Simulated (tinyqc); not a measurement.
# Phonon transmission through an interface between two chains by Green functions, step by step

A worked calculation. Computed by tinyqc, a small Python program that keeps every step. Command: `OMP_NUM_THREADS=1 python tinyqc.py 3031388 3031389 out.jsonl agf walk`. One thread of a shared host (Intel(R) Xeon(R) Processor @ 2.30GHz), about 0.01 s of CPU time with the checks. Intermediate numbers are printed to about 7 digits and carried at full precision; extremes and crossings named in words are read from the listed rows.

Two semi-infinite chains (masses m_1, m_2; springs k_1, k_2), motion along the chain. The central region holds the end atom of each chain and one interlayer atom of mass m_b, joined by springs k_b. lambda = omega^2 in eV/(angstrom^2 u); nu = 15.6333042 THz x sqrt(lambda).

Inputs (values chosen for the exercise, for two model chains):

| quantity | value | unit |
|---|---|---|
| mass m_1 | 24.3 | u |
| spring k_1 | 13.2 | eV/angstrom^2 |
| mass m_2 | 110 | u |
| spring k_2 | 9.03 | eV/angstrom^2 |
| junction spring k_b | 4.25 | eV/angstrom^2 |
| interlayer mass m_b | 24.9 | u |
| probe frequency / lower band top | 0.21 | - |
| temperature T | 500 | K |

Atoms in the interlayer: one.

Constants: nu for 1 eV/(angstrom^2 u) = 15.6333042 THz; h x 1 THz = 4.135667696 meV; k_B = 8.617333262e-05 eV/K; k_B = 1.380649e-23 J/K; h = 6.62607015e-34 J s.

## Band tops and impedances

nu_max = 15.6333042 THz x 2 sqrt(k/m); impedance Z = sqrt(k m); long-wave transmission 4 Z_1 Z_2/(Z_1 + Z_2)^2; the probe frequency is the given share of the lower band top.

band top of chain 1 = 23.04436 THz

band top of chain 2 = 8.958356 THz

Z_1 = 17.90977 sqrt(eV u)/angstrom

Z_2 = 31.51666 sqrt(eV u)/angstrom

long-wave transmission = 0.9242122

probe frequency = 1.881255 THz

## Self-energies and the matrix at the probe frequency

In chain i, sin(q_i a/2) = nu/nu_max,i. An outgoing wave makes the next atom move as exp(i q_i a) times the end atom, so the lead adds the self-energy Sigma_i = -k_i exp(i q_i a) to the force-constant matrix; Gamma_i = -2 Im Sigma_i = 2 k_i sin(q_i a). A = lambda M - K - Sigma over the central atoms, with K_ii the sum of the springs at i, K_(i,i+1) = -k_b; G = inverse of A; transmission = Gamma_1 Gamma_2 |G_(first,last)|^2.

q_1 a = 0.1634544 rad

q_2 a = 0.4231499 rad

Gamma_1 = 4.296006 eV/angstrom^2

Gamma_2 = 7.416061 eV/angstrom^2

A (complex symmetric) (eV/angstrom^2):
```
                     end of 1    layer 1             end of 2
end of 1  -4.074058+2.148003i   4.250000             0.000000
layer 1              4.250000  -8.139427             4.250000
end of 2             0.000000   4.250000  -3.453554+3.708030i
```

## Transmission at the probe frequency

The formulas are those given above.

G_(first,last) = 0.1157772-0.1040895i angstrom^2/eV

transmission = 0.7722406

It is below the long-wave value 0.924.

## Thermal conductance

Landauer conductance G = k_B int tau(nu) x^2 e^x/(e^x - 1)^2 d nu, x = h nu/(k_B T), from 0 to the lower band top (240 Gauss-Legendre points in s from 0 to 1, nu = nu_top sin(pi s/2)); tau is the transmission, and its thermal mean is G over the value for tau = 1 in the same window; the quantum is g_0 = pi^2 k_B^2 T/(3 h).

conductance G = 69.29113 pW/K

thermal mean of the transmission = 0.5717164

G/g_0 = 0.1464261

## Transmission spectrum against simple models

Long-wave value 4 Z_1 Z_2/(Z_1 + Z_2)^2. Continuum estimate, with omega = sqrt(lambda): a slab of impedance Z_b = sqrt(k_b m_b) and phase p = omega x (number of interlayer atoms) x sqrt(m_b/k_b), tau = 4 Z_1 Z_2/[(Z_1 + Z_2)^2 cos^2 p + (Z_b + Z_1 Z_2/Z_b)^2 sin^2 p].

Transmission:

| nu/nu_top | nu (THz) | Green function | long-wave value | continuum estimate |
|---|---|---|---|---|
| 0.05 | 0.447918 | 0.9135571 | 0.9242122 | 0.9209494 |
| 0.15 | 1.343753 | 0.8380842 | 0.9242122 | 0.8960063 |
| 0.25 | 2.239589 | 0.7258132 | 0.9242122 | 0.8516384 |
| 0.35 | 3.135425 | 0.6158374 | 0.9242122 | 0.7962914 |
| 0.45 | 4.031260 | 0.5273427 | 0.9242122 | 0.7381892 |
| 0.55 | 4.927096 | 0.4646089 | 0.9242122 | 0.6834413 |
| 0.65 | 5.822931 | 0.4262669 | 0.9242122 | 0.6356972 |
| 0.75 | 6.718767 | 0.4101601 | 0.9242122 | 0.5966797 |
| 0.85 | 7.614602 | 0.4120102 | 0.9242122 | 0.5669211 |
| 0.92 | 8.241687 | 0.4077053 | 0.9242122 | 0.5515811 |
| 0.98 | 8.779189 | 0.3108939 | 0.9242122 | 0.5419616 |

The transmission starts at the impedance value 0.924 and vanishes at the lower band top, 8.96 THz, above which chain 2 has no states. It first falls below half of that value at nu/nu_top = 0.65. The continuum estimate is within 0.05 up to nu/nu_top = 0.05; it leaves out dispersion, and it puts the faces of the slab half a spring from its outer atoms.

## Conductance against temperature

The formulas are those given above.

Conductance:

| T (K) | G (pW/K) | mean transmission | G/g_0 | G for transmission 1 (pW/K) |
|---|---|---|---|---|
| 1 | 0.8745286 | 0.9240277 | 0.9240277 | 0.9464312 |
| 5 | 4.352128 | 0.9196925 | 0.9196925 | 4.732156 |
| 20 | 16.41225 | 0.8670600 | 0.8670600 | 18.92862 |
| 50 | 34.62730 | 0.7355842 | 0.7317446 | 47.07455 |
| 100 | 52.51751 | 0.6315372 | 0.5549005 | 83.15822 |
| 200 | 64.36684 | 0.5864750 | 0.3400503 | 109.7521 |
| 400 | 68.71425 | 0.5733472 | 0.1815089 | 119.8476 |
| 800 | 69.93099 | 0.5699361 | 0.09236144 | 122.6997 |

At 1 K G/g_0 = 0.924; as T goes to 0 it tends to the long-wave transmission, where only the impedances count. Towards high T all modes count more and more alike; at 800 K G is 69.9 pW/K and the mean transmission is 0.570, which is well below the low-T value.

Checks made by the program: low-frequency limit against the impedance formula (relative difference 5e-08); unitarity: Gamma_1 |G_11|^2 + Gamma_2 |G_1N|^2 = -2 Im G_11 (relative difference below 1e-10); conductance against a 1500-point midpoint sum (relative difference below 1e-10).
